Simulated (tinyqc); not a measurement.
Photoconductance decay in a wafer: bulk and surface recombination modes, and iron detection by pair splitting: one step, computed by the program tinyqc. Command: `OMP_NUM_THREADS=1 python tinyqc.py 3113243 3113244 out.jsonl pcd walk`. One thread of a shared host (Intel(R) Xeon(R) Processor @ 2.30GHz), about 0.01 s of CPU time with the checks.

Both faces of the wafer have the same S; injection is low and all coefficients are constant. x runs from -W/2 to W/2.

Problem. Decay rates of the even modes. Even modes cos(a x) obey b tan b = S W/(2 D) with b = a W/2, odd modes sin(a x) obey -b cot b = S W/(2 D); each decays at the rate 1/tau_b + D a^2.

Inputs (values chosen for the exercise, modelled on p-type silicon): thickness W = 775 micrometre; diffusivity D = 32.9 cm^2/s; bulk lifetime tau_b without iron = 560 microsecond; surface recombination velocity S = 24000 cm/s.

Give: the table «The first four even modes: b, surface rate and decay time» with the columns b_n, surface rate D a^2 (1/s), decay time (microsecond), for n = 0, 1, 2, 3.

Solution.

The first four even modes: b, surface rate and decay time:
```
n    b_n  surface rate D a^2 (1/s)  decay time (microsecond)
0   1.52                 5.043e+04                     19.15
1   4.55                 4.541e+05                      2.19
2   7.59                 1.263e+06                      0.79
3  10.64                 2.478e+06                      0.40
```
